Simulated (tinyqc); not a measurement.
Inside a calculation. Model: gated graphene, quantum capacitance.

Numbers from tinyqc (`OMP_NUM_THREADS=1 python tinyqc.py 2200134 2200135 out.jsonl`; about 0.01 s on one thread of a shared Intel Xeon 2.30GHz). Printed values are rounded.

phi is the Fermi level above the Dirac point, in volts; Vg is counted from the gate voltage of charge neutrality. Ideal linear bands, no charge puddles.

Parameters, values chosen for the exercise; values close to those of graphene:
- T = 77 K (temperature)
- eox = 9.22 (relative permittivity of the gate insulator (close to aluminium oxide))
- tox = 2.1 nm (insulator thickness)
- vF = 1.09e6 m/s (Fermi velocity)
- Dit = 9.7e11 cm^-2 eV^-1 (density of traps)
- Vg = 0.04 V (gate voltage)

Constants: q = 1.602176634e-19 C, kB = 1.380649e-23 J/K, hbar = 1.054571817e-34 J s, Vt = kB T/q, eps0 = 8.8541878128e-14 F/cm where lengths are in cm. Results are converted to the units shown.

## Gate capacitance

Cox = eps0 eox/tox.

Cox = 3.887410 uF/cm^2

## Starting value

phi = 0.01 V.

phi at the start = 0.01 V

## Iteration 1: new phi

N0 = (2/pi)(kB T/(hbar vF))^2; n = N0 F1(phi/Vt), p = N0 F1(-phi/Vt), F1(e) = int_0^infinity u du/(1 + exp(u - e)) = -Li2(-exp(e)); Cq = q d(n - p)/dphi = (q N0/Vt) ln[2 (1 + cosh(phi/Vt))]. Substitution: phi(new) = Vg - q (n - p + Dit phi)/Cox.

n = 1.399565e10 cm^-2
p = 1.145479e9 cm^-2
phi after iteration 1 = 0.03907061 V

## Iteration 2: new phi

As before.

n = 1.033408e11 cm^-2
p = 1.508294e7 cm^-2
phi after iteration 2 = 0.03417952 V

## Iteration 3: new phi

As before.

n = 8.116896e10 cm^-2
p = 3.149842e7 cm^-2
phi after iteration 3 = 0.03528953 V

## Course of the iteration

Stop when the step is below 1e-10 V, or after 40 iterations.

Course of the iteration:
```
iteration  phi before the step (V)   step (V)
1                             0.01     0.0291
2                       0.03907061   -4.89e-3
3                       0.03417952    1.11e-3
4                       0.03528953   -2.41e-4
5                       0.03504822    5.30e-5
6                       0.03510121   -1.16e-5
7                       0.03508960    2.55e-6
8                       0.03509214   -5.58e-7
9                       0.03509159    1.22e-7
10                      0.03509171   -2.68e-8
11                      0.03509168    5.87e-9
12                      0.03509169   -1.29e-9
13                      0.03509169   2.82e-10
14                      0.03509169  -6.19e-11
```

Converged in 14 iterations. At the solution the slope of the map is -(Cq + q Dit)/Cox = -0.22; its size is below 1, so substitution contracts.

## Charge and capacitances at the solution

converged phi = 0.03509169 V

N0 = (2/pi)(kB T/(hbar vF))^2; n = N0 F1(phi/Vt), p = N0 F1(-phi/Vt), F1(e) = int_0^infinity u du/(1 + exp(u - e)) = -Li2(-exp(e)); Cq = q d(n - p)/dphi = (q N0/Vt) ln[2 (1 + cosh(phi/Vt))]. 1/C_G = 1/Cox + 1/(Cq + q Dit); dphi/dVg = Cox/(Cox + Cq + q Dit).

n - p = 8.505299e10 cm^-2
Cq = 0.6966852 uF/cm^2
C_G = 0.6989014 uF/cm^2
dphi/dVg = 0.8202141

C_G is 18.0 % of Cox; 87.7 % of the gate voltage has gone into phi.
